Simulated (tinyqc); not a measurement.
Floating body of a partially depleted SOI transistor: body voltage and kink: one step of the calculation.

Source at 0 V. Channel current Ic = 2 nf K Vt^2 [F(0) - F(Vd)](1 + la Vd), F(V) = ln^2(1 + exp((Vg - VT - nf V)/(2 nf Vt))), VT = VT0 - gb Vb. Saturation voltage Vs = 2 Vt sqrt(F(0)) + 3 Vt, excess Ve = (Vd - Vs + sqrt((Vd - Vs)^2 + 0.0004 V^2))/2, multiplication M1 = Ai Ve exp(-Bl/Ve). Each junction passes D(v) = J1 (exp(v/Vt) - 1) + J2 (exp(v/(2 Vt)) - 1). Bipolar current Ib = bb J1 (exp(Vb/Vt) - 1). The body settles where M1 (Ic + Ib) = D(Vb) + D(Vb - Vd) + Vb/Rb; drain current Id = (1 + M1)(Ic + Ib) - D(Vb - Vd).

Problem. New Vb. Current into the body I_in = M1 (Ic + Ib) - D(Vb - Vd), current out I_out = D(Vb) + Vb/Rb; f = ln(I_in/I_out), s = df/dVb by central differences over 1e-5 V, Vb(new) = Vb - f/s.

Parameters, values chosen for the exercise; values of the order met in partially depleted silicon-on-insulator transistors: temperature T = 300 K; threshold at zero body voltage VT0 = 0.48 V; fall of the threshold per volt of body voltage gb = 0.15; slope factor nf = 1.35; gain factor per width K = 590 uA/(V^2 um); channel-length modulation factor la = 0.02 1/V; impact-ionisation prefactor Ai = 1.53 1/V; impact-ionisation voltage Bl = 6.9 V; diffusion saturation current of each junction J1 = 1.5e-13 uA/um; recombination saturation current of each junction J2 = 4.2e-9 uA/um; gain of the lateral bipolar transistor on the diffusion current bb = 1; resistance of a weak body tie to the source (1e9 stands for no tie, and the term is then dropped) Rb = 1e9 kohm um; gate voltage Vg = 0.39 V; drain voltage Vd = 2.5 V.

Constants: q = 1.602176634e-19 C, kB = 1.380649e-23 J/K, Vt = kB T/q. Results are converted to the units shown.

Vb after iteration 1 = 0.71757152 V

Find: Ic; Ve; M1; I_in; I_out; f; s; Vb after iteration 2.

Solution.

Ic = 0.7654 uA/um
Ve = 2.380 V
M1 = 0.2004
I_in = 0.1875 uA/um
I_out = 0.1746 uA/um
f = 0.07131
s = -28.86 1/V
Vb after iteration 2 = 0.7200 V

Range of the model: The multiplication law is an empirical form chosen for the exercise; self-heating and capacitive coupling to the body are left out, and the linear laws are rough once Vb passes about 0.7 V or M1 about 0.1.

tinyqc, about 0.2 s, one thread, Intel Xeon 2.30GHz (shared host): `OMP_NUM_THREADS=1 python tinyqc.py 2182174 2182175 out.jsonl`
